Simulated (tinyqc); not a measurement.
Worked calculation: exchange-only LDA atom on a uniform radial grid, spin-unpolarised, for Be(2+). Computed by tinyqc, a small Python program that keeps every step. Settings: Z = 4, points = 256, R = 6.7, functional = Slater exchange alone, mixing = 0.2, iteration cap = 68. Command: `OMP_NUM_THREADS=1 python tinyqc.py 28768 28769 out.jsonl` (the two numbers bound the seeds that draw the settings). One thread of a shared host (Intel(R) Xeon(R) Processor @ 2.60GHz), about 0.7 s of CPU time with the checks.

Spherical atom on a uniform radial grid r_j = j h with h = R/(N + 1), h sum u^2 = 1 and integrals as h times sums, u(0) = u(R) = 0 (atomic units):
```
parameter,value
Z,4
points N,256
R,6.700000
h,0.026070
mixing,0.200000
electrons in 1s,2
```

Three-point differences turn -u''/2 + [l(l+1)/2r^2 - Z/r + V] u = e u into a tridiagonal matrix (diagonal 1/h^2 + potential, off-diagonal -1/2h^2). D = sum f u^2; the Hartree potential y/r solves y'' = -D/r with y(0) = 0, y(R) = N_e; v_xc comes from rho = D/(4 pi r^2); E = sum f e - int D V + int D (V_H/2 + eps_xc); V(new) = V + mixing (V_H + v_xc - V).

Stop when input and output potentials agree to 1e-7.

Course of the cycle (hartree):
```
iteration,E,e(1s),largest |V(out) - V(in)|
1,-13.102592,-7.9784,4.87e+00
2,-13.157965,-7.2679,3.80e+00
3,-13.193735,-6.7132,2.96e+00
4,-13.216506,-6.2797,2.30e+00
5,-13.230816,-5.9407,1.79e+00
6,-13.239710,-5.6754,1.39e+00
7,-13.245187,-5.4677,1.08e+00
8,-13.248534,-5.3050,8.36e-01
9,-13.250566,-5.1775,6.49e-01
10,-13.251793,-5.0775,5.04e-01
11,-13.252531,-4.9990,3.91e-01
...,...,...,...
58,-13.253631,-4.7105,5.78e-06
59,-13.253631,-4.7105,4.61e-06
60,-13.253631,-4.7105,3.67e-06
61,-13.253631,-4.7105,2.92e-06
62,-13.253631,-4.7105,2.33e-06
63,-13.253631,-4.7105,1.86e-06
64,-13.253631,-4.7105,1.48e-06
65,-13.253631,-4.7105,1.18e-06
66,-13.253631,-4.7105,9.41e-07
67,-13.253631,-4.7105,7.51e-07
68,-13.253631,-4.7105,5.99e-07
```

Can the last value be used, and what does the course show?

Not by the stop rule, although the second column moves by less than 1e-07 over the last three steps; and the uniform grid itself carries an error of order h^2 at the cusp, far above the threshold. Not converged within 68 iterations: the residual falls steadily but slowly, by a factor of about 0.80 a step. Reruns (cap 100 unless said): mixing 0.3: converged in 48; mixing 0.6: converged in 20; the original settings with a cap of 400: converged in 76. Even converged, this uniform grid resolves the cusp poorly and misses the energy of the atom.
